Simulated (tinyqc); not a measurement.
Valley-orbit splitting of a donor ground state, with strain: one step, computed by the program tinyqc. Command: `OMP_NUM_THREADS=1 python tinyqc.py 3005253 3005254 out.jsonl valleyorbit walk`. One thread of a shared host (Intel(R) Xeon(R) Processor @ 2.30GHz), about 0.01 s of CPU time with the checks.

The basis is the 1s envelope in each valley; energies are counted from the unstrained conduction-band edge. The strain is e_s (a a^T - 1/3) for the unit stress axis a, so valley j along n_j moves by Xi_u e_s w_j with w_j = (n_j.a)^2 - 1/3: -1/3 for x and y, +2/3 for z.

Problem. Levels without strain. By symmetry: E(A1) = E_0 + Lambda + 4 Delta_1 + Delta_2 (one state), E(T2) = E_0 + Lambda - Delta_2 (three), E(E) = E_0 + Lambda - 2 Delta_1 + Delta_2 (two), as binding energies.

Inputs (values chosen for the exercise, modelled on donors in silicon): single-valley binding energy E_0 = 31.7 meV; central-cell shift Lambda = 2.08 meV; coupling Delta_1 = 3.44 meV; coupling Delta_2 = 2.19 meV.

Valleys: six along <100>. Stress axis: [001].

Give: E(A1); E(T2); E(E).

Solution.

E(A1) = 49.73 meV

E(T2) = 31.59 meV

E(E) = 29.09 meV

Only A1 has all valley amplitudes in phase, so only it has weight at the nucleus. Of the upper states T2 is bound more strongly, because Delta_1 is larger than Delta_2.
